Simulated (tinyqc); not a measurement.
# Worked calculation: resistance of a tapered via with liner, size effect and interface

Program tinyqc, `OMP_NUM_THREADS=1 python tinyqc.py 2750091 2750092 out.jsonl`; Intel Xeon 2.30GHz, shared host, one thread, about 0.01 s. Printed values are rounded.

A round via whose diameter grows from db at the bottom as D(z) = db + 2 z/tan(ang). The fill, of diameter D - 2 tl, starts above the bottom liner (thickness fb tl) and has rho = rho0 (1 + ks lam/(D - 2 tl)); the sidewall liner conducts in parallel with it. The bottom liner and the interface are crossed over the full area pi db^2/4. Spreading in the lines above and below is left out.

Inputs (values chosen for the exercise); fill metal close to cobalt: diameter at the bottom db = 10 nm; height hv = 13 nm; sidewall angle ang = 88 degrees; bulk resistivity of the fill rho0 = 6.21 uohm cm; mean free path of the fill lam = 11.9 nm; size-effect factor ks = 1.6; liner on the sidewall tl = 1.2 nm; liner at the bottom over that on the sidewall fb = 0.5; resistivity of the liner rl = 170 uohm cm; interface resistivity at the bottom ri = 1.9e-12 ohm cm^2; ballistic conductance per area, about 3/(4 rho0 lam) Sb = 1e15 S/m^2.

## Slices of the via

Slices between z0 = fb tl and hv, evaluated at their midpoints: conductance per length pi/4 [(D - 2 tl)^2/rho + (D^2 - (D - 2 tl)^2)/rl], slice resistance = slice height over that. 8 slices.

z, slice 0 to 7 (nm): [1.375, 2.925, 4.475, 6.025, 7.575, 9.125, 10.6750, 12.2250]
D, slice 0 to 7 (nm): [10.0960, 10.2043, 10.3125, 10.4208, 10.5290, 10.6373, 10.7456, 10.8538]
rho, slice 0 to 7 (uohm cm): [21.5736, 21.3604, 21.1532, 20.9515, 20.7552, 20.5640, 20.3778, 20.1964]
slice resistance, slice 0 to 7 (ohm): [6.58582, 6.35467, 6.13456, 5.92484, 5.72489, 5.53416, 5.35211, 5.17825]

## Total resistance

R_fill = sum of the slices; R_bottom = rl fb tl/(pi db^2/4); R_interface = ri/(pi db^2/4); ballistic (Sharvin) limit 1/(Sb pi (db - 2 tl)^2/4); ideal cylinder rho0 hv/(pi db^2/4).

parts (ohm): fill 46.7893, bottom liner 12.9870, interface 2.41916
R = 62.1955 ohm
shares (%): fill 75.2294, bottom liner 20.8810, interface 3.8896
ballistic limit = 22.0436 ohm
ideal cylinder = 10.2789 ohm

The fill is the largest part, and R is 6.05 times the ideal cylinder. With 2000 slices R = 62.199 ohm.
